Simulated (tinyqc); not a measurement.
Metal-interlayer-semiconductor contact, depinning against tunnelling resistance: one step of the calculation.

Zero bias, n-type semiconductor. Gap states at the semiconductor surface thin out as exp(-be ti), which unpins the barrier; electrons must then cross the interlayer (a rectangular barrier, no voltage drop across it) and the parabolic depleted layer, both by WKB. Energies E are counted from the Fermi level; no image force, parabolic bands.

Task. Exponents and integrand on an energy grid. With U = phiB - xi: for xi < E < phiB, y = (E - xi)/U and G1 = (U/E00) [sqrt(1 - y) - y ln((1 + sqrt(1 - y))/sqrt(y))], G1 = 0 above phiB; G2 = 2 ti sqrt(mi max(phiB + dE - E, 0)/C), C = hbar^2/(2 m0); f = 1/(1 + exp(E/Vt)); integrand exp(-G1 - G2) f.

Parameters, values chosen for the exercise; semiconductor values close to those of gallium arsenide; interlayer mass of the order of that in hafnium oxide, offset chosen freely: temperature T = 400 K; interlayer thickness ti = 0.8 nm; conduction-band offset of the interlayer above the semiconductor dE = 1.56 eV; tunnelling mass in the interlayer mi = 0.2 m0.

Constants: q = 1.602176634e-19 C, kB = 1.380649e-23 J/K, hbar = 1.054571817e-34 J s, m0 = 9.1093837015e-31 kg, Vt = kB T/q, hbar^2/(2 m0) = 0.0380998212 eV nm^2. Results are converted to the units shown.

E, point 0 to 13 (eV): -0.14  -0.09308  -0.04615  0.00077  0.04769  0.09462  0.14154  0.18846  0.23538  0.28231  0.32923  0.37615  0.42308  0.47
phiB = 0.49811098 eV
xi = -0.14683855 eV
E00 = 0.042763341 eV

Find: G1; G2; f; integrand.

Result.

```
point      G1      G2          f  integrand (1e-6)
0      14.528  5.4350    0.98307            0.0021
1      12.034  5.3767    0.93705            0.0257
2      10.134  5.3177    0.79230            0.1543
3       8.523  5.2581    0.49442            0.5115
4       7.114  5.1978    0.20044            0.9013
5       5.865  5.1367   0.060367            1.0065
6       4.751  5.0750   0.016202            0.8752
7       3.758  5.0125  0.0042042            0.6527
8       2.876  4.9492  0.0010811            0.4320
9       2.099  4.8851  2.7729e-4            0.2568
10      1.427  4.8201  7.1097e-5            0.1376
11      0.861  4.7542  1.8227e-5            0.0664
12      0.409  4.6874  4.6712e-6            0.0286
13      0.092  4.6197  1.1975e-6            0.0108
```

Numbers from tinyqc (`OMP_NUM_THREADS=1 python tinyqc.py 2270022 2270023 out.jsonl`; about 0.02 s on one thread of a shared Intel Xeon 2.30GHz).
